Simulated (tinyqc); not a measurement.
Capacitances against the line height.

Endless row of lines of width wl, height tl and space sl between grounded planes at distance hd; e2 fills the gaps beside the lines, e1 the rest. Laplace's equation is solved on meshes of 3, 6 and 12 steps per unit u and extrapolated (Aitken), which is good to about 0.2 %. C_even (all lines at 1 V) is the capacitance Cg to the planes; C_odd (neighbours in antiphase) = Cg + 4 Cc if only nearest neighbours couple, which defines Cc; total with quiet neighbours Cg + 2 Cc. Plate values 2 eps0 e1 wl/hd and eps0 e2 tl/sl.

Values chosen for this exercise:
- e1 = 4.2 (relative permittivity above and below the lines)
- e2 = 3.9 (relative permittivity between the lines)
- wl = 6 u (line width, in units u)
- sl = 4 u (space between lines)
- hd = 6 u (distance to each plane)

Constants: eps0 = 8.8541878128e-12 F/m. Results are converted to the units shown.

The same in every row: plate Cg (aF/um) = 74.4.

Capacitances against the line height:
columns A: tl (u); B: Cg (aF/um); C: Cc (aF/um); D: Cg + 2 Cc (aF/um); E: C_odd (aF/um); F: plate Cc (aF/um); G: share of coupling, 2 Cc/(Cg + 2 Cc) (%)
```
A     B     C    D    E     F     G
2   117  34.4  186  255  17.3  37.0
4   118  51.5  221  324  34.5  46.5
6   118  68.7  256  393  51.8  53.7
8   119  86.0  290  462  69.1  59.2
12  119   120  360  601   104  67.0
16  119   155  429  739   138  72.3
```

What does the comparison show?

As tl goes from 2 to 16, Cg rises from 117 to 119 aF/um, Cc rises from 34.4 to 155 aF/um and the share of coupling rises from 37.0 to 72.3 %. Cg is 1.58 times its plate value in the first row and 1.59 times in the last; for Cc the ratios are 1.99 and 1.12. Neighbours in antiphase raise the load by a factor of 1.37 and 1.72 over quiet ones.

Numbers from tinyqc (`OMP_NUM_THREADS=1 python tinyqc.py 2790129 2790130 out.jsonl`; about 0.7 s on one thread of a shared Intel Xeon 2.30GHz).
